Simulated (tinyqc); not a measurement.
Decay of LO phonons and the hot-phonon bottleneck in the cooling of electrons: one step, computed by the program tinyqc. Command: `OMP_NUM_THREADS=1 python tinyqc.py 3006545 3006546 out.jsonl hotphonon walk`. One thread of a shared host (Intel(R) Xeon(R) Processor @ 2.30GHz), about 0.01 s of CPU time with the checks.

n(E, T) = 1/(exp(E/(k_B T)) - 1) is the Bose occupation. Electrons have a temperature T_e; the LO modes within their reach share one occupation N; the decay products stay at the lattice temperature.

Problem. Spontaneous emission time. Froehlich coupling alpha = (e^2/(4 pi eps_0)) (1/eps_inf - 1/eps_s) k_0/(2 hbar omega), k_0 = sqrt(m* hbar omega/(hbar^2/(2 m_0))); emission time tau_sp = hbar/(2 alpha hbar omega); bottleneck ratio r = (n/N_m) tau/tau_sp.

Inputs (values chosen for the exercise, modelled on indium arsenide): LO energy hbar omega = 30 meV; lattice temperature T = 250 K; electron mass m* = 0.0256 m_0; eps_inf = 12.2; static dielectric constant eps_s = 14.9; electron density n = 1.2e+18 1/cm^3; density of LO modes that the electrons reach, N_m = 1.3e+19 1/cm^3.

Decay channel: two unequal phonons (Ridley).

phonon lifetime tau = 1.716516 ps

Constants: e^2/(4 pi eps_0) = 14.39964548 eV angstrom; hbar^2/(2 m_0) = 3.80998212 eV angstrom^2; hbar = 6.582119569e-16 eV s.

Give: alpha; emission time tau_sp; bottleneck ratio r.

Solution.

alpha = 0.05061

emission time tau_sp = 216.8 fs

bottleneck ratio r = 0.7310

r compares the rate at which electrons exchange quanta with a mode to its decay rate. The two are comparable, so part of the emitted quanta is reabsorbed.
